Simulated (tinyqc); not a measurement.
Inside a calculation: six-band Luttinger-Kohn model with strain. Values are carried at full precision from step to step, so a last printed digit may differ when a step is redone from the rounded ones.

Constants: hbar^2/2m0 = 3.80998211 eV angstrom^2.

Values chosen for the exercise (near those of InP; not measured data):
- C11 = 102.6 GPa
- C12 = 55.8 GPa
- C44 = 45.9 GPa
- load = uniaxial [110] (kind of stress)
- X = -2.5 GPa (stress)
- Dso = 0.109 eV (spin-orbit splitting)
- g1 = 5.12 (Luttinger gamma1)
- g2 = 1.59 (gamma2)
- g3 = 2.11 (gamma3)
- av = 0.59 eV (valence hydrostatic potential)
- b = -2.03 eV (tetragonal shear potential)
- d = -4.97 eV (trigonal shear potential)
- k = (-0.026, 0, 0.013) 1/angstrom (wave vector)
- kmax = 0.08 1/angstrom (end of the path)

## Strain from a uniaxial [110] stress

s11 = (C11 + C12)/((C11 - C12)(C11 + 2 C12)), s12 = -C12/((C11 - C12)(C11 + 2 C12)), s44 = 1/C44; exx = s11 sxx + s12 (syy + szz) and cyclic, exy = s44 sxy/2; tension is positive. A uniaxial stress X along the unit vector n is s_ij = X n_i n_j.

s11, s12, s44 (1/TPa): [15.8012, -5.5663, 21.7865]

strain tensor, rows x, y, z and columns alike:
```
[[-0.012794, -0.013617, 0.000000],
 [-0.013617, -0.012794, 0.000000],
 [0.000000, 0.000000, 0.013916]]
```

The volume changes by -1.167 %; there is shear in the cubic axes, so d enters.

## The terms P, Q, R, S at one k

P = c g1 k^2 - av tr(e); Q = c g2 (kx^2 + ky^2 - 2 kz^2) - (b/2)(exx + eyy - 2 ezz); R = c sqrt3 [-g2 (kx^2 - ky^2) + 2i g3 kx ky] + (sqrt3/2) b (exx - eyy) - i d exy; S = 2 c sqrt3 g3 (kx - i ky) kz - d (exz - i eyz); c = hbar^2/2m0, e the strain tensor (not engineering shear).

Form the four terms.

Terms (eV):
```
term    from k  from strain
P      0.01648      0.00689
Q      0.00205     -0.05422
R     -0.00709    -0.06767i
S     -0.00941      0.00000
```

## The Hamiltonian

Six-band Luttinger-Kohn model in the basis |3/2,3/2>, |3/2,1/2>, |3/2,-1/2>, |3/2,-3/2>, |1/2,1/2>, |1/2,-1/2>, electron energies, zero at the top of the unstrained valence band. H = -[rows: (P+Q, -S, R, 0, -S/r2, r2 R); (-S*, P-Q, 0, R, -r2 Q, r32 S); (R*, 0, P-Q, S, r32 S*, r2 Q); (0, R*, S*, P+Q, -r2 R*, -S*/r2); (-S*/r2, -r2 Q, r32 S, -r2 R, P+Dso, 0); (r2 R*, r32 S*, r2 Q, -S/r2, 0, P+Dso)], r2 = sqrt(2), r32 = sqrt(3/2). Levels are twofold.

Each term is the sum of its two parts.

H(k) (eV), rows 3/2,3/2, 3/2,1/2, 3/2,-1/2, 3/2,-3/2, 1/2,1/2, 1/2,-1/2 and columns alike:
```
[[0.0288, -0.0094, 0.0071+0.0677i, 0, -0.0067, 0.0100+0.0957i],
 [-0.0094, -0.0755, 0, 0.0071+0.0677i, -0.0738, 0.0115],
 [0.0071-0.0677i, 0, -0.0755, 0.0094, 0.0115, 0.0738],
 [0, 0.0071-0.0677i, 0.0094, 0.0288, -0.0100+0.0957i, -0.0067],
 [-0.0067, -0.0738, 0.0115, -0.0100-0.0957i, -0.1324, 0],
 [0.0100-0.0957i, 0.0115, 0.0738, -0.0067, 0, -0.1324]]
```

## Levels and their make-up

Diagonalise H. The weights add +m and -m and are averaged over each pair; m is taken along z.

levels from the top, each twofold (eV): [0.1196, -0.1028, -0.1959]

weights, rows |3/2,+-3/2>, |3/2,+-1/2>, |1/2,+-1/2>; columns top, second, third:
```
[[0.621, 0.308, 0.071],
 [0.193, 0.637, 0.169],
 [0.185, 0.055, 0.760]]
```

The top pair is 62 % |3/2,+-3/2>, the second pair is 64 % |3/2,+-1/2> and the third pair is 76 % |1/2,+-1/2>.

## Band edges at k = 0
Diagonalise H at k = 0. The weights add +m and -m (m along z) and are averaged over each pair.

edges from the top (eV): [0.1370, -0.0869, -0.1798]

weights at k = 0, rows |3/2,+-3/2>, |3/2,+-1/2>, |1/2,+-1/2>; columns top, second, third:
```
[[0.623, 0.319, 0.058],
 [0.191, 0.628, 0.182],
 [0.186, 0.054, 0.760]]
```

The stress splits the top two pairs by 223.9 meV, 8.66 times kT at 300 K (25.85 meV); the third lies 316.8 meV below the top, against Dso = 109 meV without stress.

## Polarisation of the edge transitions

In the basis X, Y, Z times spin, H(k = 0) has -Dso/3 + l exx + m (eyy + ezz) on the diagonal (cyclic) and n exy off it, l = av + 2 b, m = av - b, n = sqrt(3) d. Spin-orbit term (Dso/3) L.sigma on X, Y, Z with (L_k)_ij = -i epsilon_kij: <X+|H|Y+> = -i Dso/3, <X+|H|Z-> = Dso/3, <Y+|H|Z-> = -i Dso/3, <Z+|H|X-> = -Dso/3, <Z+|H|Y-> = i Dso/3, <X-|H|Y-> = i Dso/3, and their conjugates; + and - are the spin along z. The strength of a transition to an s-like conduction level for light polarised along the unit vector u is the weight of the orbital ux X + uy Y + uz Z in the valence state, summed over spin and averaged over the pair.

strain block of X, Y, Z (eV), rows X, Y, Z and columns alike:
```
[[0.04733, 0.11722, 0],
 [0.11722, 0.04733, 0],
 [0, 0, -0.11533]]
```

Relative strengths:
```
polarisation    top  second  third
[100]         0.494   0.368  0.137
[010]         0.494   0.368  0.137
[001]         0.012   0.263  0.725
[110]         0.971   0.003  0.025
[1-10]        0.017   0.733  0.249
[111]         0.651   0.090  0.259
```

The top pair is strongest for light along [110] (0.971) and weakest along [001] (0.012); without strain every direction has 1/3 on average over the fourfold top. For each polarisation the three pairs add up to 1.

## Hole masses at the edges

Curvature at k = 0: m/m0 = -2 c h^2/(E(h u) + E(-h u) - 2 E(0)) with h = 0.0002 1/angstrom along the unit vector u.

Hole masses (m0):
```
direction    top  second  third
[110]      0.079   1.200  0.546
[1-10]     1.624   0.099  0.214
[100]      0.150   0.183  0.308
[001]      0.488   0.225  0.113
```

Of the directions listed, the top pair is lightest along [110] (0.079) and heaviest along [1-10] (1.624). These masses hold only for hole energies well below the splitting of 224 meV.

## Bands along [100] and [001]

Six points from 0 to kmax in each direction.

Levels (eV):
```
direction  |k| (1/angstrom)     top   second    third  top, no stress  second, no stress
[100]                 0.000  0.1370  -0.0869  -0.1798          0.0000             0.0000
[100]                 0.016  0.1306  -0.0922  -0.1830         -0.0019            -0.0079
[100]                 0.032  0.1125  -0.1084  -0.1937         -0.0076            -0.0293
[100]                 0.048  0.0856  -0.1342  -0.2159         -0.0170            -0.0568
[100]                 0.064  0.0541  -0.1640  -0.2595         -0.0303            -0.0830
[100]                 0.080  0.0213  -0.1916  -0.3339         -0.0473            -0.1073
[001]                 0.000  0.1370  -0.0869  -0.1798          0.0000             0.0000
[001]                 0.016  0.1350  -0.0911  -0.1886         -0.0019            -0.0079
[001]                 0.032  0.1291  -0.1019  -0.2167         -0.0076            -0.0293
[001]                 0.048  0.1192  -0.1165  -0.2672         -0.0170            -0.0568
[001]                 0.064  0.1056  -0.1335  -0.3415         -0.0303            -0.0830
[001]                 0.080  0.0882  -0.1530  -0.4395         -0.0473            -0.1073
```

## Checks

- Levels against the same model in the basis X, Y, Z times spin: they agree to 1e-10 or better.

Program tinyqc; command `OMP_NUM_THREADS=1 python tinyqc.py 1081253 1081254 out.jsonl`; about 0.04 s on one thread of a shared Intel(R) Xeon(R) Processor @ 2.30GHz.
